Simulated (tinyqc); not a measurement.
UKS/exchange-only LDA in the sto-3g basis, for BeH, spin multiplicity 2, step by step. One step of it, computed by the program tinyqc.

Problem. Iteration 2: building the Kohn-Sham matrix. J_ij = sum D_kl (ij|kl) with D = D(alpha) + D(beta); F = H + J + V_xc; E = tr D H + tr D J / 2 + E_xc + E_nn.

D(alpha) after iteration 1, lower triangle:
```
            1Be 1s     1Be 2s   1Be 2px   1Be 2py   1Be 2pz     2H 1s
1Be 1s    1.061102
1Be 2s   -0.240535   0.948491
1Be 2px   0.000000   0.000000  0.000000
1Be 2py   0.000000   0.000000  0.000000  0.000000
1Be 2pz   0.095761  -0.331275  0.000000  0.000000  0.183385
2H 1s    -0.017191  -0.001695  0.000000  0.000000  0.233192  0.802738
```

D(beta) after iteration 1, lower triangle:
```
            1Be 1s    1Be 2s   1Be 2px   1Be 2py   1Be 2pz     2H 1s
1Be 1s    0.979523
1Be 2s    0.030103  0.050547
1Be 2px   0.000000  0.000000  0.000000
1Be 2py   0.000000  0.000000  0.000000  0.000000
1Be 2pz  -0.013885  0.030790  0.000000  0.000000  0.019836
2H 1s    -0.076497  0.194543  0.000000  0.000000  0.124950  0.787222
```

core Hamiltonian H = T + V (hartree), lower triangle:
```
            1Be 1s     1Be 2s    1Be 2px    1Be 2py    1Be 2pz      2H 1s
1Be 1s   -8.118031
1Be 2s   -1.997374  -2.351559
1Be 2px   0.000000   0.000000  -1.867242
1Be 2py   0.000000   0.000000   0.000000  -1.867242
1Be 2pz  -0.007267  -0.076134   0.000000   0.000000  -1.915570
2H 1s    -0.096886  -0.428430   0.000000   0.000000  -0.542230  -1.470028
```

Two-electron integrals (ij|kl) in chemists' order, unique and non-zero (hartree):
```
(11|11) 2.298831   (21|11) 0.392036   (21|21) 0.079539   (22|11) 0.570988
(22|21) 0.143041   (22|22) 0.417683   (31|31) 0.014607   (32|31) 0.021888
(32|32) 0.092265   (33|11) 0.569578   (33|21) 0.143083   (33|22) 0.417589
(33|33) 0.449859   (41|41) 0.014607   (42|41) 0.021888   (42|42) 0.092265
(43|43) 0.024249   (44|11) 0.569578   (44|21) 0.143083   (44|22) 0.417589
(44|33) 0.401360   (44|44) 0.449859   (51|51) 0.014607   (52|51) 0.021888
(52|52) 0.092265   (53|53) 0.024249   (54|54) 0.024249   (55|11) 0.569578
(55|21) 0.143083   (55|22) 0.417589   (55|33) 0.401360   (55|44) 0.401360
(55|55) 0.449859   (61|11) 0.018257   (61|21) 0.003713   (61|22) 0.006769
(61|33) 0.006723   (61|44) 0.006723   (61|51) 0.000365   (61|52) 0.000685
(61|55) 0.006864   (61|61) 0.000183   (62|11) 0.075091   (62|21) 0.019251
(62|22) 0.065694   (62|33) 0.062924   (62|44) 0.062924   (62|51) 0.002418
(62|52) 0.017699   (62|55) 0.071160   (62|61) 0.001005   (62|62) 0.019826
(63|31) 0.001289   (63|32) 0.006963   (63|53) 0.002668   (63|63) 0.001267
(64|41) 0.001289   (64|42) 0.006963   (64|54) 0.002668   (64|64) 0.001267
(65|11) 0.094228   (65|21) 0.024336   (65|22) 0.085969   (65|33) 0.081234
(65|44) 0.081234   (65|51) 0.003732   (65|52) 0.026909   (65|55) 0.095335
(65|61) 0.001299   (65|62) 0.028587   (65|65) 0.041680   (66|11) 0.250844
(66|21) 0.065083   (66|22) 0.247123   (66|33) 0.232754   (66|44) 0.232754
(66|51) 0.007229   (66|52) 0.072463   (66|55) 0.275440   (66|61) 0.003383
(66|62) 0.105493   (66|65) 0.158088   (66|66) 0.774606
```

nuclear repulsion = 1.00365521 hartree

V_xc(alpha) (hartree), lower triangle:
```
            1Be 1s     1Be 2s    1Be 2px    1Be 2py    1Be 2pz      2H 1s
1Be 1s   -1.333194
1Be 2s   -0.192074  -0.269096
1Be 2px   0.000000   0.000000  -0.257776
1Be 2py   0.000000   0.000000   0.000000  -0.257776
1Be 2pz   0.005436   0.027602   0.000000   0.000000  -0.284493
2H 1s    -0.008790  -0.057720   0.000000   0.000000  -0.082458  -0.426621
```

V_xc(beta) (hartree), lower triangle:
```
            1Be 1s     1Be 2s    1Be 2px    1Be 2py    1Be 2pz      2H 1s
1Be 1s   -1.310185
1Be 2s   -0.178945  -0.152848
1Be 2px   0.000000   0.000000  -0.143662
1Be 2py   0.000000   0.000000   0.000000  -0.143662
1Be 2pz  -0.002161  -0.046512   0.000000   0.000000  -0.166562
2H 1s    -0.008421  -0.054235   0.000000   0.000000  -0.080583  -0.423734
```

E_xc = sum of w rho eps_xc = -2.78161464 hartree

Give: Coulomb J; F(alpha); F(beta); total energy of this density.

Solution.

Coulomb J (hartree), lower triangle:
```
         1Be 1s  1Be 2s  1Be 2px  1Be 2py  1Be 2pz   2H 1s
1Be 1s   5.7041
1Be 2s   1.0661  2.0857
1Be 2px  0.0000  0.0000   2.0521
1Be 2py  0.0000  0.0000   0.0000   2.0521
1Be 2pz  0.0043  0.0893   0.0000   0.0000   2.1431
2H 1s    0.0502  0.4106   0.0000   0.0000   0.5637  2.1299
```

F(alpha) (hartree), lower triangle:
```
          1Be 1s   1Be 2s  1Be 2px  1Be 2py  1Be 2pz   2H 1s
1Be 1s   -3.7471
1Be 2s   -1.1233  -0.5350
1Be 2px   0.0000   0.0000  -0.0729
1Be 2py   0.0000   0.0000   0.0000  -0.0729
1Be 2pz   0.0024   0.0408   0.0000   0.0000  -0.0570
2H 1s    -0.0555  -0.0755   0.0000   0.0000  -0.0610  0.2332
```

F(beta) (hartree), lower triangle:
```
          1Be 1s   1Be 2s  1Be 2px  1Be 2py  1Be 2pz   2H 1s
1Be 1s   -3.7241
1Be 2s   -1.1102  -0.4187
1Be 2px   0.0000   0.0000   0.0412
1Be 2py   0.0000   0.0000   0.0000   0.0412
1Be 2pz  -0.0052  -0.0333   0.0000   0.0000   0.0609
2H 1s    -0.0551  -0.0720   0.0000   0.0000  -0.0591  0.2361
```

total energy of this density = -14.271652 hartree
